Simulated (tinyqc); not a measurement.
Changing the misalignment of the mask: anisotropic wet etching of Si(100): plane rates, V-grooves, membranes and undercut. Computed by tinyqc, a small Python program. Command: `OMP_NUM_THREADS=1 python tinyqc.py 3017302 3017303 out.jsonl wetetch sweep`. One thread of a shared host (Intel(R) Xeon(R) Processor @ 2.30GHz), about 0.01 s of CPU time with the checks.

A long slot opens the mask on a (100) wafer. The floor etches at R100; (111) walls stand at theta = arctan(sqrt2) = 54.7356 degrees to the surface and recede at R111 along their normal.

Inputs (values chosen for the exercise, close to those used for tetramethylammonium hydroxide solutions): prefactor k0 of the (100) rate = 6.3e+08 um/min; activation energy of (100), E = 0.618 eV; ratio (100)/(111) at 80 C = 13; extra energy of (111), dE = 0.067 eV; ratio (100)/oxide at 80 C = 2200; extra energy of the oxide, dE_ox = 0.2 eV; corner undercut rate over (100) rate, c = 1.7; bath temperature T = 65 C; width w (mask opening along <110>, or membrane width in the design step) = 200 um; etch time t = 110 min; wafer thickness d = 300 um; membrane thickness wanted = 4.2 um.

Constants: k_B = 8.617333262e-05 eV/K.

Method:
- R100 = k0 exp(-E/(k_B T)); a ratio given at 80 C scales as exp[(extra energy/k_B)(1/T - 1/353.15 K)]; R111 and R_ox follow by division.
- Temperatures in kelvin are T(C) + 273.15.
- A misaligned edge exposes ledges and adds R100 sin(misalignment) to the lateral rate (a simple estimate): u = R111/sin(theta) + R100 sin(misalignment). Top width W = w + 2 u t; floor width b = W - 2 z/tan(theta) = W - sqrt2 z. The floor lasts until b = 0, at t_V = w/(sqrt2 R100 - 2u); depth z = R100 t before t_V and W/sqrt2 after.
- Etch depth d - membrane, time = depth/R100; for a membrane as wide as w the opening must be w + sqrt2 depth - 2 u time; oxide mask consumed R_ox x time; a 1 K error changes the depth by the fraction E/(k_B T^2); a convex mask corner, such as that of a mesa, would retreat by c x depth.

One run for each value:
```
misalignment of the mask (degrees)  lateral rate u (um/min)  top width W (um)  opening needed (um)
0.0                                                 0.03314             207.3                567.8
0.1                                                 0.03382             207.4                566.7
0.2                                                 0.03450             207.6                565.7
0.5                                                 0.03653             208.0                562.6
1.0                                                 0.03991             208.8                557.5
1.5                                                 0.04329             209.5                552.3
2.0                                                 0.04668             210.3                547.1
3.0                                                 0.05344             211.8                536.8
5.0                                                 0.06695             214.7                516.2
```

What does the table show, and why?

Over the rows, lateral rate u (um/min) rises from 0.0331 to 0.0669; top width W (um) rises from 207 to 215; opening needed (um) falls from 568 to 516. Misalignment matters once sin(angle) reaches R111/(R100 sin theta), so a high anisotropy demands tight alignment.

Caution (all rows): rates also depend on concentration, doping, additives and stirring, all held fixed here.
